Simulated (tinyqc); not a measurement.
Drifting, spreading and decaying minority pulse (Haynes-Shockley), Crank-Nicolson time steps: one step of the calculation.

Low injection in a uniform field: dn/dt = D d2n/dx2 - v dn/dx - n/tau with D = mu Vt and v = mu F towards +x. Exact solution on an infinite bar for a Gaussian start at x0: n = N0 exp(-t/tau) exp(-(x - x0 - v t)^2/(2 s^2))/sqrt(2 pi s^2), s^2 = s0^2 + 2 D t.

Task. Coefficients of the scheme. Exponentially fitted fluxes: d = F hx/Vt, B(d) = d/(exp(d) - 1), k = D dt/hx^2; (L n)_i = a n_(i-1) + b n_i + c n_(i+1) with a = k B(-d), c = k B(d), b = -a - c - dt/tau. Explicit steps keep n positive for dt up to 1/[(D/hx^2)(B(d) + B(-d)) + 1/tau].

Inputs (values chosen for the exercise); mobility close to that of silicon at room temperature:

| symbol | value | unit | meaning |
|---|---|---|---|
| T | 250 | K | temperature |
| mu | 474 | cm^2/(V s) | minority-carrier mobility |
| F | 15 | V/cm | sweep field along the drift |
| hx | 21 | um | mesh step |
| tau | 1e-6 | s | lifetime |
| dt | 1.5e-7 | s | time step |

Constants: q = 1.602176634e-19 C, kB = 1.380649e-23 J/K, Vt = kB T/q. Results are converted to the units shown.

Wanted: D; v; d; a; b; c; positivity limit of dt.

Result.

D = 10.21 cm^2/s
v = 7110 cm/s
d = 1.462
a = 0.6610
b = -0.9642
c = 0.1532
positivity limit of dt = 1.556e-7 s

Program tinyqc, `OMP_NUM_THREADS=1 python tinyqc.py 2310006 2310007 out.jsonl`; Intel Xeon 2.30GHz, shared host, one thread, about 0.01 s.
